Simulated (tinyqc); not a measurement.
From results to parameters: minimal-basis H2. Computed by the program tinyqc with PySCF.

Problem. For two electrons in the two orbitals of minimal-basis H2, the CIS energies are e2 - e1 - J12 + 2 K12 and e2 - e1 - J12, and E_corr = D - sqrt(D^2 + K12^2) with 2D the energy of the double excitation. Find J12, K12, D, the MP2 energy and the weight of the double excitation.

orbital gap e2 - e1 = 0.39539845 hartree
CIS singlet and triplet energies (hartree): 0.384954  -0.127419
FCI correlation energy = -0.15617860 hartree

Solution. Half the singlet-triplet splitting is K12, the gap less the triplet energy is J12, D = (E_corr^2 - K12^2)/(2 E_corr), MP2 is -K12^2/(2 gap), and the weight is c^2/(1 + c^2) with c = E_corr/K12.

J12, K12, D (hartree): 0.5228  0.2562  0.1320
MP2 correlation energy = -0.082994 hartree
weight of the double excitation = 0.271
